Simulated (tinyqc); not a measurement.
Deep-level transient spectroscopy: two steps of the calculation.

Schottky contact on an n-type layer with shallow donors Nd (all ionised) and a donor-like deep trap, neutral when filled and positive when empty; depletion approximation. Traps within lam of the depletion edge stay filled. A long pulse to Vp fills the traps beyond x1 = Wp - lam; back at Vr those between x1 and x2 = Wr - lam emit. A rate window reads S = C(t2) - C(t1).

Values chosen for this exercise; material values close to those of silicon: relative permittivity eps_r = 11.6; conduction-band density of states at 300 K Nc = 2.84e19 cm^-3; thermal velocity at 300 K vth = 2.3e7 cm/s; shallow donor density Nd = 2e15 cm^-3; depth of the trap below the conduction edge Et = 0.29 eV; capture cross-section sn = 1.9e-14 cm^2; trap density Nt = 4.8e13 cm^-3; first sampling time t1 = 10 ms; second sampling time t2 = 25 ms.

Constants: q = 1.602176634e-19 C, kB = 1.380649e-23 J/K, eps0 = 8.8541878128e-14 F/cm where lengths are in cm. Results are converted to the units shown.

Task 1. The transient. W(t)^2 = Wr^2 + (Nt/Nd)(x2^2 - x1^2) exp(-en t), C = eps0 eps_r/W; for small Nt, dC/C = -(Nt/2 Nd) G exp(-en t) with G = (x2^2 - x1^2)/Wr^2. S = C(t2) - C(t1).

t, sample 0 to 6 (ms): [0, 5, 10, 17.5, 25, 50, 125]
en = 45.714003 1/s
Wr = 1708.0583 nm
G = (x2^2 - x1^2)/Wr^2 = 0.61406847

Give: C; C - C(final); S.

Result 1.

C, sample 0 to 6 (nF/cm^2): [5.969, 5.978, 5.985, 5.993, 5.999, 6.009, 6.013]
C - C(final), sample 0 to 6 (pF/cm^2): [-43.83, -34.95, -27.86, -19.81, -14.08, -4.50, -0.15]
S = 13.78 pF/cm^2

Task 2. Peak temperature. Fixed-point step for en(T) = ew: T(new) = (Et q/kB)/ln(sn g T^2/ew), g = vth Nc/(300 K)^2.

ew = 61.086049 1/s
T at the start = 300 K

Wanted: T after step 1.

Result 2.

T after step 1 = 129.2 K

tinyqc, about 0.01 s, one thread, Intel Xeon 2.30GHz (shared host): `OMP_NUM_THREADS=1 python tinyqc.py 2050112 2050113 out.jsonl`
